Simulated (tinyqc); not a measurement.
Well width and field from level and shift.

Problem. An infinitely deep well has E_1(0) = C (pi/L)^2/m1, C = hbar^2/(2 m0), and in a field F (potential zero at the centre of the well) the second-order term of the shift is -m1 F^2 L^4 (15 - pi^2)/(48 C pi^4); higher orders are set aside. Find L and F.

Inputs (values chosen for the exercise):
- m1 = 0.045 m0 (mass)

Constants: q = 1.602176634e-19 C, hbar = 1.054571817e-34 J s, m0 = 9.1093837015e-31 kg, hbar^2/(2 m0) = 0.0380998212 eV nm^2. Results are converted to the units shown.

E_1(0) = 0.028245761 eV
second-order shift of level 1 = -3.8156583 meV

Solution. The level gives L, and the shift then gives F^2.

L = 17.20 nm
F = 0.005800 V/nm

Numbers from tinyqc (`OMP_NUM_THREADS=1 python tinyqc.py 2580043 2580044 out.jsonl`; about 0.02 s on one thread of a shared Intel Xeon 2.30GHz).
